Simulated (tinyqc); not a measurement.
Absorption edge of a degenerate semiconductor, band filling against gap narrowing: one step of the calculation.

n-type, parabolic bands, full ionisation. eta = (EF - Ec)/kB T solves N = Nc F12(eta), F12(x) = (2/sqrt(pi)) int_0^infinity sqrt(u)/(1 + exp(u - x)) du. The gap shrinks rigidly by dEg = a3 y^(1/3) + a4 y^(1/4) + a2 y^(1/2), y = N/1e18 cm^-3, an empirical law that is here taken as the true narrowing.

Problem. Fermi level. Newton step on ln F12(eta) = ln(N/Nc): eta(new) = eta - ln(Nc F12/N) F12/Fm, Fm(x) = dF12/dx = (1/sqrt(pi)) int_0^infinity u^(-1/2)/(1 + exp(u - x)) du.

Parameters, values chosen for the exercise:
- Nc = 6.7e16 cm^-3 (conduction-band density of states at 250 K, from me)
- N = 4.9e17 cm^-3 (ionised donor density)

eta at the start (Boltzmann value) = 1.9897

Find: F12; Fm; eta after iteration 1.

Solution.

F12 = 2.809
Fm = 1.460
eta after iteration 1 = 3.831

Range of the model: Band tails, non-parabolic bands and incomplete ionisation are left out.

tinyqc, about 0.01 s, one thread, Intel Xeon 2.30GHz (shared host): `OMP_NUM_THREADS=1 python tinyqc.py 2330140 2330141 out.jsonl`
